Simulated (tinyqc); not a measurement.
Inside a calculation. Model: biaxially strained (001) channel, valley splitting in an inversion layer.

Program tinyqc, `OMP_NUM_THREADS=1 python tinyqc.py 2530023 2530024 out.jsonl`; Intel Xeon 2.30GHz, shared host, one thread, about 0.01 s. Printed values are rounded.

A thin layer grown on a relaxed buffer is stretched in the plane. The two valleys with their long axis along the growth direction (D2) sink against the four in-plane ones (D4); confinement in a triangular well splits them too. Only the lowest subband of each set is kept; one relaxation time, so the weakening of intervalley scattering is left out.

Values chosen for this exercise; values close to those of silicon on relaxed silicon-germanium: temperature T = 293 K; germanium share of the relaxed buffer x = 0.27; lattice mismatch per unit x b1 = 0.0418; elastic constant c11 = 170 GPa; elastic constant c12 = 63.4 GPa; shear deformation potential Xu = 8.73 eV; longitudinal mass ml = 0.895 m0; transverse mass mt = 0.186 m0; confining field F = 0.46 MV/cm; inversion density Ns = 4.1e12 cm^-2; Burgers vector bv = 0.384 nm.

Constants: q = 1.602176634e-19 C, kB = 1.380649e-23 J/K, hbar = 1.054571817e-34 J s, m0 = 9.1093837015e-31 kg, Vt = kB T/q, hbar^2/(2 m0) = 0.0380998212 eV nm^2. Results are converted to the units shown.

## Strain, stress and splitting

e_par = b1 x, e_perp = -2 (c12/c11) e_par, splitting D = Xu (e_par - e_perp), in-plane stress (c11 + c12 - 2 c12^2/c11) e_par.

e_par = 1.12860 %
e_perp = -0.841803 %
D = 172.016 meV
stress = 2.10045 GPa

## Subband edges and densities of states

Levels E(m) = 2.33811 (hbar^2 q^2 F^2/(2 m))^(1/3): E2 = E(ml), E4 = E(mt) + D; N2 = 2 mt kB T/(pi hbar^2), N4 = 4 sqrt(mt ml) kB T/(pi hbar^2).

E2 = 0.104810 eV
E4 = 0.348962 eV
N2 = 3.92356e12 cm^-2
N4 = 1.72134e13 cm^-2

Of the gap E4 - E2 = 244 meV, confinement gives 72.1 meV.

## Iteration 1: critical thickness by substitution

h at the start = 10 nm

Critical thickness (Matthews-Blakeslee, 60-degree dislocations): h = bv (1 - nu/4)[ln(h/bv) + 1]/(4 pi e_par (1 + nu)), nu = c12/(c11 + c12). The right side gives h(new); e_par = b1 x.

h after iteration 1 = 8.45386 nm

## Iteration 2: critical thickness by substitution

As before.

h after iteration 2 = 8.12053 nm

## Course of the iteration: critical thickness by substitution

Stop when h changes by less than 1e-7 nm, or after 60 iterations.

Course of the iteration:
```
iteration	h (nm)	|change| (nm)
1	8.45386	1.55
2	8.12053	0.333
3	8.04069	0.0798
4	8.02108	0.0196
5	8.01623	4.85e-3
6	8.01503	1.20e-3
7	8.01474	2.97e-4
8	8.01466	7.35e-5
9	8.01464	1.82e-5
10	8.01464	4.51e-6
11	8.01464	1.12e-6
12	8.01464	2.76e-7
13	8.01464	6.85e-8
```

Converged in 13 iterations. At the end each change is about 0.25 times the one before: linear convergence.

## Share of the light valleys and conductivity mass

EF = 0.120232 eV

EF solves Ns = N2 ln(1 + exp((EF - E2)/Vt)) + N4 ln(1 + exp((EF - E4)/Vt)); f2 is the share in D2, and 1/mc = f2/mt + (1 - f2)(1/mt + 1/ml)/2.

f2 = 0.999512
mc = 0.186036 m0

Without strain f2 would be 0.732 and mc 0.208 m0, so repopulation alone gains 12 % in mobility.
